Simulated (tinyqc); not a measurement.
Short-channel transistor, virtual-source model with series resistance: course of the iteration: current through the series resistance.

The current per gate width is the charge at the top of the source barrier (the virtual source) times its velocity times a saturation function; al and be are fitting constants of the model. Units: I in uA/um, Rs in ohm um, so I Rs = 1e-6 I Rs in volts; Q in uC/cm^2, so I = 1e-4 Q vx0 Fsat with vx0 in cm/s.

Intrinsic voltages Vg' = Vgs - I Rs, Vd' = Vds - 2 I Rs. n = n0 + nd Vd', VT = VT0 - dl Vd', Ff = 1/(1 + exp((Vg' - VT + al Vt/2)/(al Vt))), Q = Cinv n Vt ln(1 + exp((Vg' - VT + al Vt Ff)/(n Vt))), Vdsat = (vx0 L/mu)(1 - Ff) + Vt Ff, Fsat = u/(1 + u^be)^(1/be) with u = Vd'/Vdsat, and I(out) = Q vx0 Fsat per width. (Fsat takes the sign of u.) I(new) = I + 0.5 (I(out) - I).

Stop when I changes by less than 1e-7 uA/um, or after 80 iterations.

Inputs (values chosen for the exercise):
```
symbol,value,unit,meaning
T,325,K,temperature
Cinv,1.83,uF/cm^2,inversion capacitance
vx0,3.56e7,cm/s,velocity at the virtual source
mu,1100,cm^2/(V s),apparent mobility
L,32,nm,channel length
VT0,0.45,V,threshold at zero drain voltage
dl,0.043,V/V,drain-induced barrier lowering
n0,1.18,,subthreshold factor
nd,0,1/V,growth of n with drain voltage
al,3.5,,threshold shift (in units of Vt) from weak to strong inversion
be,1.8,,sharpness of saturation
Rs,30,ohm um,series resistance of each contact
Vgs,0.8,V,gate voltage
Vds,0.05,V,drain voltage
```

Constants: q = 1.602176634e-19 C, kB = 1.380649e-23 J/K, Vt = kB T/q. Results are converted to the units shown.

I at the start = 0 uA/um

Course of the iteration:
```
iteration	I (uA/um)	|change| (uA/um)
1	491.878	492
2	460.329	31.5
3	463.855	3.53
4	463.469	0.386
5	463.511	0.0424
6	463.506	4.66e-3
7	463.507	5.11e-4
8	463.507	5.61e-5
9	463.507	6.16e-6
10	463.507	6.76e-7
11	463.507	7.42e-8
```

Did this iteration meet its convergence test, and what does its course show?

Yes. Converged in 11 iterations. At the end each change is about 0.11 times the one before, with alternating sign: linear convergence.

tinyqc, about 0.02 s, one thread, Intel Xeon 2.30GHz (shared host): `OMP_NUM_THREADS=1 python tinyqc.py 2380171 2380172 out.jsonl`
